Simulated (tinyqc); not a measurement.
Composition against offsets: model-solid line-up of a strained alloy layer on a substrate.

All values of the alloy are linear in x but the gap, Eg(x) = (1 - x) Eg_A + x Eg_B - C x (1 - x), and the valence edge, Ev(x) = (1 - x) Ev_A + x Ev_B + fv C x (1 - x); Ec = Ev + Eg. Ev is the top of the unstrained valence band on a scale common to all materials. In the layer only the Gamma valley of the conduction band is followed, also where an X or L valley would lie lower.

Coherent growth on a (001) face: e_par = (a_s - a)/a, e_perp = -2 (C12/C11) e_par; exx = eyy = e_par, ezz = e_perp, no shear.

Strained edges: Ec + ac tr(e); the valence edges are Ev plus the levels of the 6 x 6 matrix of X, Y, Z times spin with -Dso/3 + l exx + m (eyy + ezz) on the diagonal (cyclic), n exy off it, l = av + 2 b, m = av - b, n = sqrt(3) d. Spin-orbit term (Dso/3) L.sigma on X, Y, Z with (L_k)_ij = -i epsilon_kij: <X+|H|Y+> = -i Dso/3, <X+|H|Z-> = Dso/3, <Y+|H|Z-> = -i Dso/3, <Z+|H|X-> = -Dso/3, <Z+|H|Y-> = i Dso/3, <X-|H|Y-> = i Dso/3, and their conjugates; + and - are the spin along z.

dEc = Ec(substrate) - Ec(layer), dEv = Ev(layer) - Ev(substrate); positive values confine the carrier in the layer. Type I: both of one sign; type II: opposite signs; type III: the gaps do not overlap.

Inputs chosen for the exercise (A near GaAs, B near InAs, substrate near InP; the results hold for these values, not for the real material): a = (5.661, 6.051) angstrom (lattice constant of A, B); Eg = (1.522, 0.422) eV (gap at Gamma to the s-like level of A, B); Dso = (0.346, 0.386) eV (spin-orbit splitting of A, B); Ev = (-0.8, -0.59) eV (top of the unstrained valence band of A, B); ac = (-7.24, -5.14) eV (conduction deformation potential of A, B); av = (1.16, 1) eV (valence hydrostatic potential of A, B); b = (-2.01, -1.79) eV (tetragonal shear potential of A, B); d = (-4.76, -3.55) eV (trigonal shear potential of A, B); C11 = (123.4, 82.6) GPa (of A, B); C12 = (56.5, 45.3) GPa (of A, B); C44 = (60.4, 39.4) GPa (of A, B); C = 0.497 eV (bowing of the gap); fv = 0.3 (share of the bowing taken by the valence edge); a_s = 5.876 angstrom (substrate); Eg_s = 1.412 eV (lowest gap of the substrate); Ev_s = -0.94 eV (substrate valence edge); face = 001 (growth face).

Each composition is strained to the same substrate.

Results:

| x | e_par (%) | relaxed gap (eV) | strained gap (eV) | valence splitting (meV) | dEc (eV) | dEv (eV) | type |
|---|---|---|---|---|---|---|---|
| 0.12 | 2.95 | 1.338 | 0.919 | 275 | 0.114 | 0.379 | I |
| 0.24 | 2.11 | 1.167 | 0.885 | 189 | 0.177 | 0.351 | I |
| 0.37 | 1.22 | 0.999 | 0.848 | 103 | 0.242 | 0.323 | I |
| 0.49 | 0.41 | 0.859 | 0.812 | 32 | 0.299 | 0.301 | I |
| 0.61 | -0.39 | 0.733 | 0.745 | 28 | 0.353 | 0.314 | I |
| 0.73 | -1.17 | 0.621 | 0.654 | 77 | 0.404 | 0.355 | I |
| 0.98 | -2.77 | 0.434 | 0.486 | 145 | 0.499 | 0.427 | I |

Give the missing row, x = 0.86.

Computed row:
```
x     e_par (%)  relaxed gap (eV)  strained gap (eV)  valence splitting (meV)  dEc (eV)  dEv (eV)  type
0.86      -2.01             0.516              0.562                      117     0.455     0.395     I
```

The alloy matches the substrate at x = 0.551, where the top valence edge changes its character and the splitting passes through zero. The strained gap runs from 0.919 to 0.486 eV, against 1.338 to 0.434 eV for the relaxed alloy: strain takes back part of the change that the composition makes. Strains above 2 % can be kept only in layers of a few nanometres. The line-up is type I throughout, with the layer as the well.

Program tinyqc; command `OMP_NUM_THREADS=1 python tinyqc.py 1051518 1051519 out.jsonl`; about 0.01 s on one thread of a shared Intel(R) Xeon(R) Processor @ 2.30GHz.
